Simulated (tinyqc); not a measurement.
A double barrier with mass mismatch, transfer matrices: one step of the calculation.

One electron of energy E comes from the left lead (band edge 0); no transverse momentum. Parabolic bands, masses in units of m0, C = hbar^2/(2 m0); psi and psi'/m are continuous at every interface. Barrier d1, well Lw, barrier d2; the right lead equals the left one.

Question. Matrices of the layers. For the pair (psi, psi'/m) a flat layer has M = [[cos kd, (m/k) sin kd], [-(k/m) sin kd, cos kd]] with k = sqrt(m (E - U)/C) above its edge U, and M = [[cosh Kd, (m/K) sinh Kd], [(K/m) sinh Kd, cosh Kd]] with K = sqrt(m (U - E)/C) below it. M12 is in nm, M21 in 1/nm.

Parameters, values chosen for the exercise; masses and offsets of a made-up heterostructure:
```
symbol  value  unit                       meaning
mL       0.05    m0         mass in the left lead
U1       0.33    eV                barrier height
m1      0.095    m0                  barrier mass
d1        1.5    nm    width of the first barrier
Lw        6.7    nm  well width (edge 0, mass mL)
d2        1.5    nm   width of the second barrier
E       0.048    eV               electron energy
```

Constants: q = 1.602176634e-19 C, hbar = 1.054571817e-34 J s, m0 = 9.1093837015e-31 kg, hbar^2/(2 m0) = 0.0380998212 eV nm^2. Results are converted to the units shown.

Wanted: M of layer 1; M of layer 2; M of layer 3.

Answer.

M of layer 1:
```
        1        2
1  1.9010  0.18316
2  14.270   1.9010
```

M of layer 2:
```
          1         2
1  -0.11056   0.19800
2   -4.9889  -0.11056
```

M of layer 3:
```
        1        2
1  1.9010  0.18316
2  14.270   1.9010
```

Numbers from tinyqc (`OMP_NUM_THREADS=1 python tinyqc.py 2560020 2560021 out.jsonl`; about 0.03 s on one thread of a shared Intel Xeon 2.30GHz).
